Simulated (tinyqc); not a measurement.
From results back to parameters: pi bands of a honeycomb layer in tight binding. Three cases, with inputs chosen for the exercise.

Problem. With nearest hopping t, overlap s0 of neighbours and w the size of the sum of the three phase factors, the levels are -t w/(1 + s0 w) and t w/(1 - s0 w). The levels at Gamma (w = 3) come from hidden t and s0.

Case 1.

levels at Gamma (eV): lower -6.76899, upper 12.65423

Case 2.

levels at Gamma (eV): lower -5.30718, upper 11.04777

Case 3.

levels at Gamma (eV): lower -6.38649, upper 11.18294

Find: t, s0; difference at M (w = 1).

Solution. The reciprocals of the sizes add to 2/(3t) and differ by 2 s0/t.

Case 1.

t, s0: 2.940  0.101

difference at M (w = 1) = 5.941 eV

Case 2.

t, s0: 2.390  0.117

difference at M (w = 1) = 4.846 eV

Case 3.

t, s0: 2.710  0.091

difference at M (w = 1) = 5.465 eV

Computed by tinyqc, one run a case: `OMP_NUM_THREADS=1 python tinyqc.py N N+1 out.jsonl` with N = 1482047, 1482098, 1482181; one thread of a shared Intel(R) Xeon(R) Processor @ 2.30GHz, about 0.01 s a run at most.
